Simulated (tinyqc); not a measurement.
Complex band structure along [001] in sp3s* tight binding: one step. Complex wave vectors at one energy in the gap. Four cases, with inputs chosen for the exercise.

Problem. Solve det(H0 - E + z T + T^T/z) = 0 with E = Ev + dE, as the linear problem [[0, 1], [-T^T, E - H0]] x = z [[1, 0], [0, T]] x. Roots come as z, -z, 1/z and conjugates; list those with 0 < |z| < 1 and Re z, Im z >= 0, by falling |z|. Re kz = arg(z)/(pi/2) in units of 2 pi/a, kappa = -(4/a) ln|z|.

For k = (0, 0, kz) the phase sums are g0 = cos(phi) and g3 = i sin(phi), phi = kz a/4, and the s, pz, s* orbitals of anion (a) and cation (c) decouple from px, py. With z = exp(i phi), H(z) = H0 + z T + T^T/z for any complex z. H0 is diagonal (Esa, Epa, Exa, Esc, Epc, Exc). The anion-cation block is B(z) = z U + W/z and the cation-anion block z W^T + U^T/z, where U has Vss/2 (s,s), Vsapc/2 (s,z), -Vscpa/2 (z,s), Vxx/2 (z,z), Vxapc/2 (s*,z), -Vpaxc/2 (z,s*), and W has the same values with the s-z and s*-z signs reversed. |z| = 1 is a band state, |z| < 1 decays along [001] as exp(-kappa d) over a distance d, kappa = -(4/a) ln|z|. No spin-orbit coupling.

Case 1.

Values chosen (out of a larger set: near a published set for GaAs, fitted to gaps, whose masses and valley positions are rough (light masses up to twice too heavy); not measured data): dE = 1.1 eV (E - Ev); a = 5.651 angstrom (lattice constant).

diagonal of H0 (eV): sa -8.355000, za 1.043000, s*a 8.622000, sc -2.663000, zc 3.669000, s*c 6.740000

T (eV):
```
,sa,za,s*a,sc,zc,s*c
sa,0.000000,0.000000,0.000000,-3.239000,2.236500,0.000000
za,0.000000,0.000000,0.000000,-2.910500,0.979000,-2.398500
s*a,0.000000,0.000000,0.000000,0.000000,2.440000,0.000000
sc,-3.239000,2.910500,0.000000,0.000000,0.000000,0.000000
zc,-2.236500,0.979000,-2.440000,0.000000,0.000000,0.000000
s*c,0.000000,2.398500,0.000000,0.000000,0.000000,0.000000
```

Ev = -0.001484 eV

Case 2.

Values chosen (out of a larger set: near a published set for GaSb, fitted to gaps, whose masses and valley positions are rough (light masses up to twice too heavy); not measured data): dE = 0.58 eV (E - Ev); a = 6.098 angstrom (lattice constant).

diagonal of H0 (eV): sa -7.305000, za 0.853000, s*a 6.693000, sc -3.918000, zc 2.927000, s*c 5.927000

T (eV):
```
,sa,za,s*a,sc,zc,s*c
sa,0.000000,0.000000,0.000000,-3.078000,2.458500,0.000000
za,0.000000,0.000000,0.000000,-2.362000,0.790500,-2.108500
s*a,0.000000,0.000000,0.000000,0.000000,2.466000,0.000000
sc,-3.078000,2.362000,0.000000,0.000000,0.000000,0.000000
zc,-2.458500,0.790500,-2.466000,0.000000,0.000000,0.000000
s*c,0.000000,2.108500,0.000000,0.000000,0.000000,0.000000
```

Ev = -0.000749 eV

Case 3.

Values chosen (out of a larger set: near a published set for GaSb, fitted to gaps, whose masses and valley positions are rough (light masses up to twice too heavy); not measured data): dE = 0.45 eV (E - Ev); a = 6.096 angstrom (lattice constant).

diagonal of H0 (eV): sa -7.310000, za 0.863000, s*a 6.586000, sc -3.926000, zc 2.894000, s*c 6.030000

T (eV):
```
,sa,za,s*a,sc,zc,s*c
sa,0.000000,0.000000,0.000000,-3.043500,2.472500,0.000000
za,0.000000,0.000000,0.000000,-2.358500,0.785500,-2.134000
s*a,0.000000,0.000000,0.000000,0.000000,2.473000,0.000000
sc,-3.043500,2.358500,0.000000,0.000000,0.000000,0.000000
zc,-2.472500,0.785500,-2.473000,0.000000,0.000000,0.000000
s*c,0.000000,2.134000,0.000000,0.000000,0.000000,0.000000
```

Ev = 0.007863 eV

Case 4.

Values chosen (out of a larger set: near a published set for Ge, fitted to gaps, whose masses and valley positions are rough (light masses up to twice too heavy); not measured data): dE = 0.5 eV (E - Ev); a = 5.664 angstrom (lattice constant).

diagonal of H0 (eV): sa -5.897000, za 1.612000, s*a 6.378000, sc -5.897000, zc 1.612000, s*c 6.378000

T (eV):
```
,sa,za,s*a,sc,zc,s*c
sa,0.000000,0.000000,0.000000,-3.393000,2.737500,0.000000
za,0.000000,0.000000,0.000000,-2.737500,0.806000,-2.600500
s*a,0.000000,0.000000,0.000000,0.000000,2.600500,0.000000
sc,-3.393000,2.737500,0.000000,0.000000,0.000000,0.000000
zc,-2.737500,0.806000,-2.600500,0.000000,0.000000,0.000000
s*c,0.000000,2.600500,0.000000,0.000000,0.000000,0.000000
```

Ev = 0.000000 eV

Give: Decaying roots.

Solution.

Case 1.

Decaying roots:
```
Re z,Im z,|z|,Re kz (2 pi/a),kappa (1/angstrom)
0.8735,0.0000,0.8735,0.0000,0.0957
0.1031,0.4682,0.4794,0.8620,0.5204
```

The slowest root has kappa = 0.0957 1/angstrom at Re kz = 0.000: a purely imaginary k at Gamma. The probability falls by exp(-2 kappa d), a factor 6.78 over 1 nm.

Case 2.

Decaying roots:
```
Re z,Im z,|z|,Re kz (2 pi/a),kappa (1/angstrom)
0.9295,0.0000,0.9295,0.0000,0.0479
0.1486,0.5424,0.5624,0.8298,0.3775
```

The slowest root has kappa = 0.0479 1/angstrom at Re kz = 0.000: a purely imaginary k at Gamma. The probability falls by exp(-2 kappa d), a factor 2.61 over 1 nm.

Case 3.

Decaying roots:
```
Re z,Im z,|z|,Re kz (2 pi/a),kappa (1/angstrom)
0.9316,0.0000,0.9316,0.0000,0.0465
0.1460,0.5221,0.5421,0.8264,0.4018
```

The slowest root has kappa = 0.0465 1/angstrom at Re kz = 0.000: a purely imaginary k at Gamma. The probability falls by exp(-2 kappa d), a factor 2.53 over 1 nm.

Case 4.

Decaying roots:
```
Re z,Im z,|z|,Re kz (2 pi/a),kappa (1/angstrom)
0.9225,0.0000,0.9225,0.0000,0.0570
0.2154,0.6536,0.6882,0.7973,0.2639
```

The slowest root has kappa = 0.0570 1/angstrom at Re kz = 0.000: a purely imaginary k at Gamma. The probability falls by exp(-2 kappa d), a factor 3.12 over 1 nm.

Computed by tinyqc, one run a case: `OMP_NUM_THREADS=1 python tinyqc.py N N+1 out.jsonl` with N = 1482441, 1482769, 1482794, 1482864; one thread of a shared Intel(R) Xeon(R) Processor @ 2.30GHz, about 0.02 s a run at most.
